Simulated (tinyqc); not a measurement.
# Worked calculation: ESD clamp with bipolar snapback, compact model and design window

Program tinyqc, `OMP_NUM_THREADS=1 python tinyqc.py 2670145 2670146 out.jsonl`; Intel Xeon 2.30GHz, shared host, one thread, about 0.02 s. Printed values are rounded.

The drain junction multiplies the current that enters it: Igen = (M - 1)(Ic + I0), M = 1/(1 - (Vj/BV)^n). The generated holes leave through the substrate resistance and the base of the parasitic npn: Igen = Vb/Rb + Ic/be, Ic = Is exp(Vb/Vt). Terminal current I = Ic + I0 + Igen and voltage V = Vj + I Ro, per width. Isothermal, constant gain.

Values chosen for this exercise; values close to those of grounded-gate n-channel clamps:
- T = 300 K (temperature)
- BV = 8.6 V (junction breakdown voltage)
- n = 4.6 (exponent of the multiplication)
- be = 6.2 (current gain of the parasitic npn)
- Is = 7.1e-17 A/um (saturation current)
- I0 = 2.7e-11 A/um (junction leakage)
- Rb = 37000 ohm um (substrate resistance)
- Ro = 180 ohm um (drain ballast and contact resistance)
- It2 = 6.1 mA/um (failure current for 100 ns)
- Wf = 40 um (finger width)
- Nf = 4 (number of fingers)
- Lv = 4 kV (human-body-model level)
- Vox = 9 V (oxide breakdown voltage for 100 ns)
- Vdd = 5 V (supply voltage)

Constants: q = 1.602176634e-19 C, kB = 1.380649e-23 J/K, Vt = kB T/q. Results are converted to the units shown.

## The snapback curve

| point | Vb (V) |
|---|---|
| 0 | 0.05 |
| 1 | 0.3 |
| 2 | 0.36 |
| 3 | 0.42 |
| 4 | 0.47 |
| 5 | 0.617 |
| 6 | 0.755 |
| 7 | 0.775 |
| 8 | 0.805 |

For given Vb: Ic, Igen, M = 1 + Igen/(Ic + I0), Vj = BV (1 - 1/M)^(1/n), I and V.

| point | Ic (uA/um) | M | Vj (V) | I (uA/um) | V (V) |
|---|---|---|---|---|---|
| 0 | 4.91158e-10 | 50050.1 | 8.59996 | 1.35138 | 8.60021 |
| 1 | 7.78102e-6 | 2.33120e5 | 8.59999 | 8.10814 | 8.60145 |
| 2 | 7.92487e-5 | 91576.2 | 8.59998 | 9.72985 | 8.60173 |
| 3 | 8.07138e-4 | 13609.6 | 8.59986 | 11.3523 | 8.60191 |
| 4 | 0.00558356 | 2265.23 | 8.59917 | 12.7092 | 8.60146 |
| 5 | 1.64590 | 11.2928 | 8.42839 | 18.5871 | 8.43173 |
| 6 | 342.531 | 1.22086 | 5.93029 | 418.184 | 6.00556 |
| 7 | 742.481 | 1.18950 | 5.76865 | 883.182 | 5.92762 |
| 8 | 2369.54 | 1.17047 | 5.65725 | 2773.47 | 6.15648 |

V peaks at Vt1 = 8.602 V and falls to Vh = 5.928 V: once the npn supplies current, a small M feeds the base. At high current M tends to 1 + 1/be and Vj to BV (1 + be)^(-1/n) = 5.599 V.

## Iteration 1: base voltage at the failure current

Vb at the start = 0.71 V

I(Vb) = Ic (1 + 1/be) + I0 + Vb/Rb, I' = Ic (1 + 1/be)/Vt + 1/Rb; Newton steps on ln I: Vb(new) = Vb - ln(I/It2) I/I'. V follows from the introduction.

I = 0.08896010 mA/um
V = 6.750122 V
I' = 2.725885 mS/um
Vb after iteration 1 = 0.8479774 V

## Iteration 2: base voltage at the failure current

As before.

I = 14.53040 mA/um
V = 8.226477 V
I' = 561.2016 mS/um
Vb after iteration 2 = 0.8255047 V

## Course of the iteration: base voltage at the failure current

Stop when Vb changes by less than 1e-10 V, or after 20 iterations. Vb must stay between 0 and 8 V.

Course of the iteration:

| iteration | Vb (V) | \|change\| (V) |
|---|---|---|
| 1 | 0.8479774 | 0.138 |
| 2 | 0.8255047 | 0.0225 |
| 3 | 0.8254851 | 1.96e-5 |
| 4 | 0.8254851 | 2.53e-11 |

Converged in 4 iterations. At the end the number of correct digits about doubles with each step.

## Design window and human-body level

Vt1 = 8.601906 V
Vh = 5.927595 V
Vt2 = 6.724506 V

Human-body model: 100 pF through 1500 ohm, peak current about (level - Vt2)/1500 ohm, decay time 150 ns. All fingers turn on before the first fails if Vt2 > Vt1; then the clamp carries Nf Wf It2, otherwise in the worst case Wf It2. Margins: Vh - 1.1 Vdd against latching in operation, Vox - max(Vt1, Vt2) for the protected oxide.

peak current = 2.662184 A
current the clamp carries = 0.244 A
level it withstands = 0.3727245 kV
holding margin = 0.4275949 V
oxide margin = 0.3980939 V

Uniform turn-on is not assured; the clamp fails the level. Both margins are positive.
